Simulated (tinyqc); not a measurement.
Growth mode over temperature: epitaxial growth on a vicinal surface: Burton-Cabrera-Frank step flow, step-edge barrier and island nucleation. Computed by tinyqc, a small Python program. Command: `OMP_NUM_THREADS=1 python tinyqc.py 3019729 3019730 out.jsonl stepflow walk`. One thread of a shared host (Intel(R) Xeon(R) Processor @ 2.30GHz), about 0.04 s of CPU time with the checks.

Adatoms land at rate F, hop on a square grid (a simplification for hexagonal faces), desorb, or join steps. Lengths are in units of a and n is the adatom coverage. Steps ascend at x = 0 and descend at x = l.

Inputs (values chosen for the exercise, close to those used for GaAs(001)):
```
quantity                     value      unit
site spacing a                   4  angstrom
step height h                 2.83  angstrom
diffusion barrier E_d          1.4        eV
desorption energy E_a         2.72        eV
adatom formation energy E_f  0.871        eV
step-edge barrier E_s         0.28        eV
attempt frequency nu            10       THz
deposition rate F            0.075  layers/s
miscut angle                     1   degrees
temperature T                  610         C
critical nucleus size i          1         -
```

Constants: k_B = 8.617333262e-05 eV/K.

Method:
- D = nu exp(-E_d/(k_B T)) (a^2/s, nu counted per direction); tau = exp(E_a/(k_B T))/nu; x_s = sqrt(D tau); n_eq = exp(-E_f/(k_B T)); terrace width l = h/(a tan(miscut)); Schwoebel length l_s = exp(E_s/(k_B T)) - 1.
- D n'' - n/tau + F = 0 with n(0) = n_eq and -l_s n'(l) = n(l) - n_eq. With u = n - F tau, A = n_eq - F tau, y = l/x_s, s = l_s/x_s: u = A cosh(x/x_s) + B sinh(x/x_s), B = A (1 - cosh y - s sinh y)/(sinh y + s cosh y). Flux into the ascending step J+ = D B/x_s, over the descending one J- = -(D/x_s)(A sinh y + B cosh y); step velocity J+ + J-; growth rate (J+ + J-)/l. For small y: J+ + J- = (F - n_eq/tau) l, J-/J+ = l/(l + 2 l_s).
- Island density on a flat surface without desorption: N = 0.25 (F/D)^(i/(i+2)) exp(E_i/((i+2) k_B T)) per site, with E_i = 0 for i = 1; spacing l_n = N^(-1/2). Step flow needs an effective width l_eff = 2 x(peak) below l_n.
- Temperatures in kelvin are T(C) + 273.15.
- x(peak) solves tanh(x/x_s) = -B/A. Rows where evaporation outweighs deposition are left out.

Scales:
```
T (C)  x_s (a)  l_s (a)  incorporated share  l_n (a)  l_eff/l_n
410      73960   115.31             1.00000    8.587     8.2131
460      34430    83.09             1.00000   11.252     6.0236
510      17672    62.37             1.00000   14.244     4.5704
560       9826    48.40             1.00000   17.528     3.5709
610       5839    38.61             0.99999   21.069     2.8624
660       3669    31.53             0.99997   24.831     2.3465
710       2417    26.25             0.99990   28.780     1.9619
760       1658    22.22             0.99949   32.883     1.6691
810       1177    19.08             0.99720   37.112     1.4418
```

What follows from these numbers?

The ratio stays above 1: islands in every row. Incorporation goes from 100.0 % to 99.7 %.

Extremes, crossings and ranges named in words are read from the listed rows.
